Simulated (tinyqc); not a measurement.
Worked calculation: propagation of a band-gap error through k.p and effective-mass formulas. Values are carried at full precision from step to step, so a last printed digit may differ when a step is redone from the rounded ones.

Chain, for a gap E (the reference Eg or another value), with Ep and Dso kept: 1/me = 1 + Ep (E + 2 Dso/3)/(E (E + Dso)); g* = 2 - 2 Ep Dso/(3 E (E + Dso)); g1(E) = g1 + (Ep/3)(1/E - 1/Eg), g2(E) = g2 + (Ep/6)(1/E - 1/Eg), light hole 1/(g1 + 2 g2), heavy hole 1/(g1 - 2 g2) along [100]; optical constant ei(E) = 1 + (ei - 1)(EP/(EP + E - Eg))^2, static e0(E) = ei(E) + e0 - ei.

Constants: Ry = 13.60569312 eV; a0 (Bohr radius) = 0.5291772105 angstrom; kB = 8.617333262e-05 eV/K; hbar^2/2m0 = 3.80998211 eV angstrom^2.

Parameters, chosen for this exercise (reference values near those of ZnSe, gap at low temperature; not measured data): Eg = 2.845 eV (gap at Gamma to the s-like level); Dso = 0.407 eV (spin-orbit splitting); Ep = 24.4 eV (Kane energy); g1 = 3.78 (Luttinger gamma1); g2 = 1.25 (gamma2); e0 = 8.64 (static dielectric constant); ei = 5.88 (optical dielectric constant); EP = 6.92 eV (mean (Penn) gap); Eg2 = 1.081 eV (a wrong gap, of the size a semi-local functional can give); mh = 0.6 m0 (density-of-states mass of the holes); T = 300 K (temperature); k = 0.027 1/angstrom (wave vector).

## Masses, g factor and screening for both gaps

Evaluate the chain at Eg and at Eg2.

Band values at the two gaps:
```
quantity     at Eg   at Eg2  ratio
me          0.1085  0.04648  0.429
g*           1.284   -2.116      -
g1           3.780    8.445  2.234
g2           1.250    3.583  2.866
light hole  0.1592  0.06406  0.402
heavy hole  0.7812   0.7812  1.000
ei           5.880    9.790  1.665
e0           8.640    12.55  1.453
```

The gap is off by a factor of 0.38; the electron mass follows with 0.43 and the light hole with 0.40, while the heavy hole, which does not couple to the conduction level, keeps its value. The optical constant changes less, by +67 %, as it answers to the mean gap, which shifts by the same -1.76 eV on a base of 6.92 eV. g* moves by -3.40; remote bands, left out here, shift it by tenths or, where it is large, by some per cent.

## Binding energies and densities for both gaps

Donor: R = Ry me/e0^2, a_B = a0 e0/me, Mott density (0.26/a_B)^3. Nc, Nv = 2 (m kT/(4 pi c))^(3/2), c = hbar^2/2m0, ni = sqrt(Nc Nv) exp(-E/2kT). Exciton: Ry mu/e0^2 with 1/mu = 1/me + g1(E). 1 angstrom^-3 = 1e24 cm^-3.

Use the values of the table.

Results:
```
quantity                  at Eg     at Eg2     ratio
R (meV)                   19.77      4.015     0.203
a_B (angstrom)            42.15      142.9      3.39
Mott density (cm^-3)  2.347e+17  6.026e+15    0.0257
Nc (cm^-3)            8.965e+17  2.515e+17     0.280
ni (cm^-3)            4.100e-06  1.424e+09  3.47e+14
exciton (meV)             14.02      2.883     0.206
```

Power laws carry the error on: the donor energy (me/e0^2) by a factor of 0.203, the Mott density (cube of me/e0) by 0.0257. ni, with its exponential, changes by a factor of 3.47e+14, that is 14.5 decades.

## A scissor shift and what it does not mend

A rigid shift D = Eg - Eg2 of the conduction band restores the gap but leaves the curvature, so the mass stays me(Eg2); redoing the sum 1/m = 1 + Ep (E + 2 Dso/3)/(E (E + Dso)) with E = Eg and the same Ep gives another mass. For optics, eps2 at the edge goes as |p|^2/E^2: a rigid shift keeps the dipole elements p/E, while shifting the energies under unchanged p scales eps2 by (Eg2/Eg)^2.

shift D = 1.764 eV
mass under a rigid shift = 0.0465 m0
mass from the sum with the corrected gap = 0.1085 m0
factor on eps2 if p is left unscaled = 0.144

The rigid shift leaves the mass off by a factor of 0.43. The mass from the corrected gap is the reference me(Eg) here, because the exercise keeps Ep fixed; a real correction of the gap depends on k and changes Ep as well.

## Far from the edge the relative error shrinks

Two-level dispersion E(k) = sqrt(E^2/4 + Ep c k^2) - E/2 at k/4, k, 4k for both gaps, c = hbar^2/2m0.

Energies above the edge:
```
k (1/angstrom)  at Eg (eV)  at Eg2 (eV)  ratio
0.00675             0.0015       0.0039  2.624
0.02700             0.0236       0.0594  2.515
0.10800             0.3404       0.6327  1.859
```

The ratio tends to Eg/Eg2 = 2.63 at k = 0 and goes from 2.624 to 1.859: at large k both curves approach the same slope sqrt(Ep c), while their distance in eV grows towards |Eg - Eg2|/2.

## Checks

- Chain at E = Eg against the inputs g1, g2, ei, e0: they agree to 1e-10 or better.

tinyqc: `OMP_NUM_THREADS=1 python tinyqc.py 1850123 1850124 out.jsonl`; about 0.01 s, one thread, shared Intel(R) Xeon(R) Processor @ 2.30GHz.
